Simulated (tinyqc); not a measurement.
# Inputs raised by 10 %, one at a time

Model: heat flow across a film from the phonon Boltzmann equation in the relaxation-time approximation. Computed by tinyqc, a small Python program. Command: `OMP_NUM_THREADS=1 python tinyqc.py 3009669 3009670 out.jsonl slabbte sens`. One thread of a shared host (Intel(R) Xeon(R) Processor @ 2.30GHz), about 0.03 s of CPU time with the checks.

Two black walls, hot at x = 0 and cold at x = L, emit phonons isotropically. For one free path Lambda, with tau = x/Lambda, tau_L = L/Lambda and phi = (T - T_cold)/Delta T, energy balance gives phi(tau) = (1/2) [E2(tau) + int_0^tau_L phi(s) E1(|tau - s|) ds]; E_n are the exponential integrals. The flux over the ballistic flux C v Delta T/4 is psi = 1 - 2 int_0^tau_L phi(s) E2(s) ds, and kappa_eff/kappa = (3/4) tau_L psi. kappa = C v Lambda/3 is an input, so at fixed kappa a longer free path means a smaller C v.

Inputs (values chosen for the exercise, modelled on gallium oxide):
```
quantity                             value     unit
bulk conductivity kappa               22.2  W/(m K)
film thickness L                       7.6       nm
wall temperature difference Delta T     13        K
free path Lambda_1                      26       nm
cells n in the small system              6        -
```

Free-path groups: one.

Method:
- Cut the film into n equal cells with constant phi, collocated at the centres c_i: the kernel integrates to A_ij = |E2(|c_i - e_j|) - E2(|c_i - e_(j+1)|)|/2 for cell edges e_j, and A_ii = 1 - E2(half a cell); solve (1 - A) phi = E2(c)/2; psi = 1 - 2 sum_j phi_j [E3(e_j) - E3(e_(j+1))].
- Use 150 and 300 cells and extrapolate psi = (4 psi(300) - psi(150))/3. The jump at the hot wall is 1 - phi there (linear extrapolation from the first two of 300 cells). Two-flux (diffusion with slip) formula: psi = 1/(1 + 3 tau_L/4).
- Each group is solved on its own with 150 and 300 cells, psi = (4 psi(300) - psi(150))/3, and weighted by its share of kappa.
- Flux J = kappa_eff Delta T/L; apparent boundary resistance per wall (L/kappa_eff - L/kappa)/2.

Runs:
```
input moved                        from     to  kappa_eff (W/(m K))  flux J (GW/m^2)  apparent resistance per wall (m^2 K/GW)  psi for Lambda_1
base run                              -      -                3.882            6.640                                   0.8078            0.7975
bulk conductivity kappa (W/(m K))  22.2  24.42                4.270            7.304                                   0.7344            0.7975
film thickness L (nm)               7.6   8.36                4.190            6.516                                   0.8092            0.7827
free path Lambda_1 (nm)              26   28.6                3.591            6.143                                   0.8870            0.8116
```

Exponents ln(y'/y) / ln(x'/x):
```
input                    kappa_eff  flux J  apparent resistance per wall  psi for Lambda_1
bulk conductivity kappa      1.000   1.000                        -1.000             0.000
film thickness L             0.803  -0.197                         0.019            -0.197
free path Lambda_1          -0.816  -0.816                         0.982             0.184
```

Which inputs matter most for each result?

Among the inputs moved here: kappa_eff answers most in size to bulk conductivity kappa (exponent +1.000), next to free path Lambda_1 (-0.816). Its exponent +1.000 in bulk conductivity kappa: at fixed free paths all scales with kappa. Flux J answers most in size to bulk conductivity kappa (exponent +1.000), next to free path Lambda_1 (-0.816). Apparent resistance per wall answers most in size to bulk conductivity kappa (exponent -1.000), and about equally to free path Lambda_1 (+0.982). psi for Lambda_1 answers most in size to film thickness L (exponent -0.197), next to free path Lambda_1 (+0.184); its exponent is below 0.0005 for bulk conductivity kappa.

Caution (all rows): below about 10 nm the film nears the phonon wavelength, and a particle picture fails.
